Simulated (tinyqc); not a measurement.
Strained alloy layer of InAs and AlAs on (001) InP, model-solid band line-up: one step of the calculation.

The layer is x parts of the first compound and 1 - x of the second, grown coherently on the third as substrate and barrier. Rows of the table: lattice constant a, average valence level Ea on an absolute scale, spin-orbit splitting so, gaps at Gamma, X and L, hydrostatic deformation potentials av and ac (Gamma), shear potential b, elastic constants, electron and heavy-hole (along z) masses. All are interpolated linearly in x; gaps get -C x (1 - x), taken wholly in the conduction band; real line-ups can differ from this model by 0.1 eV or more.

Task. Critical thickness. In-plane strain e = (a_substrate - a)/a. Matthews-Blakeslee for 60-degree dislocations in a single layer: hc = k (ln(hc/bv) + 1), k = bv (1 - nu/4)/(4 pi |e| (1 + nu)), nu = c12/(c11 + c12), bv = a/sqrt(2); the larger root.

Parameters, values chosen for the exercise: fraction of the first compound in the layer x = 0.64; bowing of the Gamma gap CG = 0.7 eV; bowing of the X gap CX = 0 eV; bowing of the L gap CL = 0 eV; layer thickness Lw = 4.6 nm.

Binary compounds, values chosen for the exercise:
```
	close to InAs	close to AlAs	close to InP
a (angstrom)	6.058	5.661	5.869
Ea (eV)	-6.67	-7.49	-7.04
so (eV)	0.383	0.277	0.111
EG (eV)	0.355	2.99	1.35
EX (eV)	1.36	2.13	2.19
EL (eV)	1.07	2.35	1.92
av (eV)	0.988	2.49	1.27
ac (eV)	-5.01	-5.57	-4.99
b (eV)	-1.81	-1.49	-1.73
c11 (GPa)	83	124	100
c12 (GPa)	45.9	54.2	56.6
me (m0)	0.023	0.152	0.0808
mh (m0)	0.328	0.474	0.524
```

Give: nu; bv; hc.

Result.

nu = 0.3334
bv = 0.4183 nm
hc = 13.04 nm

The layer, Lw = 4.6 nm, is thinner than hc, so it stays coherent by this criterion.

Computed by the program tinyqc: `OMP_NUM_THREADS=1 python tinyqc.py 2690101 2690102 out.jsonl`, one thread of a shared Intel Xeon 2.30GHz, about 0.01 s for the whole run.
